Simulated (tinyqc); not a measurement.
Chemically amplified photoresist: aerial image, acid generation, bake, development and line width: one step, computed by the program tinyqc. Command: `OMP_NUM_THREADS=1 python tinyqc.py 3023881 3023882 out.jsonl resist walk`. One thread of a shared host (Intel(R) Xeon(R) Processor @ 2.30GHz), about 0.02 s of CPU time with the checks.

Lines and spaces of pitch p with a two-beam-like image; x = 0 is the middle of the bright space. The resist is positive and treated as uniform in depth.

Problem. Space width and dose latitude. Dose E(x) = E [1 + c cos(2 pi x/p)]; acid h = 1 - exp(-C E(x)). Bake: the acid image is blurred by a Gaussian of variance sigma^2 = 2 D t (each Fourier term k of h, taken on 64 points, is multiplied by exp(-4 pi^2 k^2 D t/p^2)). The quencher then removes q, h_eff = max(h_blurred - q, 0); protection m = exp(-k_amp t h_eff). Mack rate r = r_max (a + 1)(1 - m)^n/(a + (1 - m)^n) + r_min, a = ((n + 1)/(n - 1))(1 - m_th)^n. Edge: vertical development clears the film where r t_d >= d; the space width is twice the x where r = d/t_d. Dose sensitivity = d ln(width)/d ln E from widths at 1.005 E and E/1.005; image log-slope at the edge = |d ln E/dx|, normalised by the width (NILS); latitude for 10 % of width = 10 %/sensitivity.

Inputs (values chosen for the exercise, for a model resist at 248 nm):

| quantity | value | unit |
|---|---|---|
| pitch p | 280 | nm |
| image contrast c | 0.87 | - |
| mean dose E | 11 | mJ/cm^2 |
| Dill parameter C | 0.02 | cm^2/mJ |
| quencher load q, relative to the acid generator | 0.16 | - |
| acid diffusivity D | 10 | nm^2/s |
| bake time t | 60 | s |
| amplification rate k_amp | 0.083 | 1/s |
| threshold protection m_th | 0.64 | - |
| development selectivity n | 8 | - |
| largest rate r_max | 1300 | nm/s |
| smallest rate r_min | 0.015 | nm/s |
| resist thickness d | 360 | nm |
| development time t_d | 60 | s |

Give: space width; dose sensitivity; NILS; dose latitude.

Solution.

space width = 132.2 nm

dose sensitivity = 1.046

NILS = 2.390

dose latitude = 9.556 %

At the same width a resist without blur would give a sensitivity 2/NILS = 0.837; the blur multiplies it by 1.25. Caution: lateral development, standing waves and the joint diffusion of acid and quencher are left out, so widths are indicative.
